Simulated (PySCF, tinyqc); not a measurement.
CID on RHF in the sto-3g basis, for H4, spin multiplicity 1, step by step. The lowest restricted solution is unstable here: a spin-polarised one lies 0.1307 hartree lower (PySCF). Computed by tinyqc, a small Python program that keeps every step (integrals from PySCF). Settings: charge = 0, multiplicity = 1, basis = sto-3g, method = RHF, energy threshold = 1e-10, iteration cap = 53, orthogonalisation = canonical, start = Wolfsberg-Helmholz matrix, DIIS depth = 6, ci = CID. Command: `OMP_NUM_THREADS=1 python tinyqc.py 28458 28459 out.jsonl` (the two numbers bound the seeds that draw the settings). One thread of a shared host (Intel(R) Xeon(R) Processor @ 2.60GHz), about 0.09 s of CPU time with the checks. The early iterations of the SCF are left out here.

## One-electron integrals

Geometry (angstrom):
```
atom         x         y         z
H     0.000000  0.000000  0.000000
H     0.000000  0.000000  1.578000
H     0.000000  0.000000  3.299000
H     0.000000  0.000000  4.876000
```

Basis sto-3g: exponents (1/bohr^2) and contraction coefficients of normalised primitives:
```
element  l (shell)  exponent  coefficient
H            s (1)  3.425251     0.154329
H            s (1)  0.623914     0.535328
H            s (1)  0.168855     0.444635
```

Overlap, kinetic and nuclear-attraction integrals over the contracted functions; the nuclear repulsion is the sum of Za Zb / Rab.

nuclear repulsion = 1.40777482 hartree

overlap S, lower triangle:
```
          1H 1s     2H 1s     3H 1s     4H 1s
1H 1s  1.000000
2H 1s  0.229371  1.000000
3H 1s  0.009519  0.185291  1.000000
4H 1s  0.000157  0.009541  0.229707  1.000000
```

kinetic energy T (hartree), lower triangle:
```
           1H 1s      2H 1s     3H 1s     4H 1s
1H 1s   0.760032
2H 1s   0.003815   0.760032
3H 1s  -0.004319  -0.003497  0.760032
4H 1s  -0.000158  -0.004326  0.003880  0.760032
```

nuclear attraction V (hartree), lower triangle:
```
           1H 1s      2H 1s      3H 1s      4H 1s
1H 1s  -1.829927
2H 1s  -0.368521  -2.028469
3H 1s  -0.014244  -0.304888  -2.028628
4H 1s  -0.000227  -0.014278  -0.369168  -1.830183
```

core Hamiltonian H = T + V (hartree), lower triangle:
```
           1H 1s      2H 1s      3H 1s      4H 1s
1H 1s  -1.069895
2H 1s  -0.364707  -1.268437
3H 1s  -0.018563  -0.308386  -1.268596
4H 1s  -0.000385  -0.018604  -0.365288  -1.070151
```

## Two-electron integrals

Functions are numbered as in S; the eight-fold symmetry (ij|kl) = (ji|kl) = (kl|ij) leaves the list below.

Two-electron integrals (ij|kl) in chemists' order, unique and non-zero (hartree):
```
(11|11) 0.774606   (21|11) 0.120308   (21|21) 0.029360   (22|11) 0.330250
(22|21) 0.120308   (22|22) 0.774606   (31|11) 0.003134   (31|21) 0.000955
(31|22) 0.005145   (31|31) 0.000041   (32|11) 0.041113   (32|21) 0.014036
(32|22) 0.093446   (32|31) 0.000780   (32|32) 0.018608   (33|11) 0.160403
(33|21) 0.049243   (33|22) 0.304633   (33|31) 0.003134   (33|32) 0.093446
(33|33) 0.774606   (41|11) 0.000034   (41|21) 0.000011   (41|22) 0.000071
(41|31) 6.16e-07   (41|32) 0.000014   (41|33) 0.000071   (41|41) 1.13e-08
(42|11) 0.001599   (42|21) 0.000501   (42|22) 0.003142   (42|31) 0.000030
(42|32) 0.000782   (42|33) 0.005157   (42|41) 6.17e-07   (42|42) 0.000041
(43|11) 0.029952   (43|21) 0.008646   (43|22) 0.049324   (43|31) 0.000501
(43|32) 0.014060   (43|33) 0.120518   (43|41) 0.000011   (43|42) 0.000959
(43|43) 0.029452   (44|11) 0.108527   (44|21) 0.029912   (44|22) 0.160452
(44|31) 0.001595   (44|32) 0.041130   (44|33) 0.330442   (44|41) 0.000034
(44|42) 0.003142   (44|43) 0.120518   (44|44) 0.774606
```

## Orthogonalisation

S = U s U^T; canonical form X = U s^(-1/2), so that X^T S X = 1. Each column of U has its largest component positive (the first on a tie).

eigenvalues of S: 0.668587  0.836360  1.145965  1.349088

X:
```
               1          2          3         4
1H 1s   0.477754   0.638236   0.550575  0.343659
2H 1s  -0.719886  -0.437662   0.365894  0.501937
3H 1s   0.720857  -0.436370  -0.365002  0.502496
4H 1s  -0.479137   0.637452  -0.549899  0.344524
```

## Iteration 8 (converged): orbitals

converged F (hartree), lower triangle:
```
           1H 1s      2H 1s      3H 1s      4H 1s
1H 1s  -0.132445
2H 1s  -0.281716  -0.149960
3H 1s  -0.024170  -0.149469  -0.150056
4H 1s   0.013578  -0.024202  -0.281970  -0.132543
```

Diagonalise F' = X^T F X, C = X C', fill 2 alpha and 2 beta electrons from the bottom; D = 2 C_occ C_occ^T. Each column has its largest component positive (the first on a tie).

F' = X^T F X (hartree), lower triangle:
```
           1          2          3          4
1   0.287781
2   0.000004   0.130069
3   0.037531   0.000030  -0.295836
4  -0.000016  -0.024769   0.000014  -0.390766
```

orbital energies (hartree): MO1 -0.391941, MO2 -0.298239, MO3 0.131245, MO4 0.290185

coefficients C:
```
            MO1        MO2        MO3        MO4
1H 1s  0.373442   0.518937   0.621244   0.511985
2H 1s  0.480543   0.411272  -0.460901  -0.695060
3H 1s  0.481336  -0.410212  -0.459754   0.696025
4H 1s  0.374429  -0.518129   0.620394  -0.513284
```

D after iteration 8, lower triangle:
```
           1H 1s      2H 1s     3H 1s     4H 1s
1H 1s   0.817510
2H 1s   0.785758   0.800132
3H 1s  -0.066246   0.125189  0.799916
4H 1s  -0.258098  -0.066325  0.785538  0.817310
```

## Convergence

Stop when the energy changes by less than 1e-10 hartree and every element of the error matrix X^T (F D S - S D F) X is below 3e-06.

Course of the cycle:
```
iteration  E (hartree)     change  largest element of the error matrix
1          -1.68559228          -                             2.56e-01
2          -1.76819834  -8.26e-02                             1.13e-01
3          -1.78122919  -1.30e-02                             1.00e-02
4          -1.78135103  -1.22e-04                             7.70e-03
5          -1.78146005  -1.09e-04                             1.08e-04
6          -1.78146007  -1.93e-08                             3.62e-05
7          -1.78146007  -2.48e-09                             2.75e-07
8          -1.78146007  -6.00e-14                             2.33e-07
```

PySCF RHF in the same basis = -1.78146007 hartree

Converged in 8 iterations.

## Integrals over molecular orbitals

(pq|rs) = sum C_ip C_jq C_kr C_ls (ij|kl), one index at a time.

one-electron integrals over orbitals h = C^T H C (hartree), lower triangle:
```
           1          2          3          4
1  -1.304765
2   0.000034  -1.194289
3   0.104235   0.000230  -1.054923
4  -0.000187   0.083932   0.000032  -0.997105
```

Two-electron integrals over orbitals (pq|rs), unique and non-zero (hartree):
```
(11|11) 0.379075    (21|11) -0.000347   (21|21) 0.170805    (22|11) 0.352277
(22|21) 0.000313    (22|22) 0.362301    (31|11) -0.055018   (31|21) -0.000159
(31|22) 0.010535    (31|31) 0.119723    (32|11) -0.000270   (32|21) 0.070288
(32|22) 0.000151    (32|31) 0.000203    (32|32) 0.131081    (33|11) 0.355537
(33|21) 0.000293    (33|22) 0.362949    (33|31) 0.008513    (33|32) 0.000148
(33|33) 0.373040    (41|11) 0.000165    (41|21) -0.027232   (41|22) -0.000066
(41|31) -0.000213   (41|32) 0.092597    (41|33) -0.000059   (41|41) 0.110133
(42|11) -0.058369   (42|21) -0.000155   (42|22) 0.005574    (42|31) 0.119787
(42|32) 0.000226    (42|33) 0.008370    (42|41) -0.000197   (42|42) 0.123437
(43|11) -0.000343   (43|21) 0.172815    (43|22) 0.000334    (43|31) -0.000153
(43|32) 0.073671    (43|33) 0.000314    (43|41) -0.026437   (43|42) -0.000157
(43|43) 0.181956    (44|11) 0.393440    (44|21) -0.000317   (44|22) 0.366989
(44|31) -0.057597   (44|32) -0.000272   (44|33) 0.374229    (44|41) 0.000162
(44|42) -0.061984   (44|43) -0.000327   (44|44) 0.417841
```

## CID: determinants and Hamiltonian

Hartree-Fock energy = -1.78146007 hartree

Slater-Condon rules over spin orbitals, with the nuclear repulsion added and E(HF) subtracted on the diagonal. Only determinants linked to the reference directly or through others are kept (one block of an abelian symmetry group), so some states are absent.

Occupation strings over the orbitals (2 doubly, a alpha, b beta, 0 empty; spin orbitals ordered 1a 1b 2a 2b ...): 2200 aabb 2020 20ab ab20 abab 20ba 2002 abba ab02 ba20 baab 0220 02ab baba ba02 02ba 0202 bbaa

H - E(HF) between determinants (hartree), lower triangle:
```
           2200       aabb       2020       20ab       ab20       abab       20ba       2002
2200   0.000000
aabb  -0.027190   0.490814
2020   0.131081   0.092597   0.404675
20ab   0.000226  -0.000203  -0.000127   0.549080
ab20  -0.000203   0.000226   0.000071   0.053028   0.491820
abab  -0.092597  -0.131081   0.080218  -0.000141   0.000111   0.600415
20ba  -0.000226   0.000197   0.000127  -0.181956  -0.172815   0.000000   0.549080
2002   0.123437  -0.119787   0.181956  -0.000768   0.000000   0.172815   0.000768   0.735908
abba   0.119787  -0.123437  -0.172815   0.000000  -0.000550  -0.181956  -0.000540  -0.053028
ab02   0.000197  -0.000226   0.000000   0.172815   0.181956  -0.000091  -0.080218  -0.000751
ba20   0.000203  -0.000213  -0.000071  -0.172815  -0.170805   0.000000   0.053028   0.000000
baab   0.119787  -0.119723  -0.172815   0.000540   0.000000  -0.170805   0.000000  -0.053028
0220   0.119723  -0.119787   0.170805   0.000000   0.000732   0.172815   0.000000   0.000000
02ab  -0.000213   0.000203   0.000000   0.170805   0.172815   0.000121   0.000000   0.000000
baba  -0.092597  -0.110133   0.080218   0.000000   0.000000   0.000000   0.000141   0.172815
ba02  -0.000197   0.000213   0.000000  -0.080218   0.000000   0.000000   0.172815   0.000751
02ba   0.000213  -0.000197   0.000000   0.000000  -0.080218   0.000000   0.170805   0.000000
0202   0.110133   0.092597   0.000000   0.000000   0.000000   0.080218   0.000000   0.170805
bbaa  -0.027190   0.000000   0.092597  -0.000197   0.000213  -0.110133   0.000203  -0.119787

           abba       ab02       ba20       baab       0220       02ab       baba      ba02
abba   0.602361
ab02   0.000530   0.753379
ba20   0.000000   0.000000   0.491820
baab   0.000000   0.000000   0.000550   0.602361
0220  -0.053028   0.000000  -0.000732  -0.053028   0.615787
02ab   0.000000   0.053028  -0.080218  -0.000520   0.000787   0.690519
baba  -0.170805   0.000000  -0.000111  -0.181956   0.172815   0.000000   0.600415
ba02   0.000000  -0.170805   0.181956  -0.000530   0.000000  -0.172815   0.000091  0.753379
02ba   0.000520  -0.172815   0.172815   0.000000  -0.000787  -0.181956  -0.000121  0.053028
0202  -0.172815  -0.000091   0.000000  -0.172815   0.181956   0.000146   0.080218  0.000091
bbaa  -0.119723  -0.000213  -0.000226  -0.123437  -0.119787   0.000197  -0.131081  0.000226

           02ba      0202      bbaa
02ba   0.690519
0202  -0.000146  0.807673
bbaa  -0.000203  0.092597  0.490814
```

## CID: roots

Diagonalise (each vector has its largest component positive (the first on a tie)); all determinants have Ms = 0, so triplets appear too. The lowest singlet root is the correlation energy.

lowest roots of this matrix, relative to E(HF) (hartree): -0.169361  0.006440  0.036416  0.057060  0.431993  0.437803  0.486666  0.532963

lowest vectors:
```
         root 1    root 2     root 3     root 4
2200   0.875004  0.000000   0.000000   0.182749
aabb   0.049430  0.408248   0.000001  -0.259729
2020  -0.302988  0.000000   0.000000   0.556582
20ab  -0.000234  0.000000   0.386336  -0.000905
ab20   0.000203  0.000000   0.434122   0.001096
abab   0.128153  0.408248   0.000056   0.146014
20ba   0.000234  0.000000   0.386336   0.000905
2002  -0.085039  0.000000   0.000000  -0.397086
abba  -0.177583  0.408248   0.001320   0.113715
ab02  -0.000127  0.000000  -0.274748  -0.000686
ba20  -0.000203  0.000000   0.434122  -0.001096
baab  -0.177583  0.408248  -0.001320   0.113715
0220  -0.095953  0.000000   0.000000  -0.475402
02ab   0.000168  0.000000  -0.294609   0.000677
baba   0.128153  0.408248  -0.000056   0.146014
ba02   0.000127  0.000000  -0.274748   0.000686
02ba  -0.000168  0.000000  -0.294609  -0.000677
0202  -0.159130  0.000000   0.000000   0.264021
bbaa   0.049430  0.408248  -0.000001  -0.259729
```

<S^2> of these roots: 0.000000  6.000000  2.000000  0.000000  2.000000  0.000000  2.000000  0.000000

weight of the ground state by excitation level 0, 1, 2, ...: 0.765632  0.000000  0.234368

The reference has a weight of only 0.77: one determinant is a poor start here.
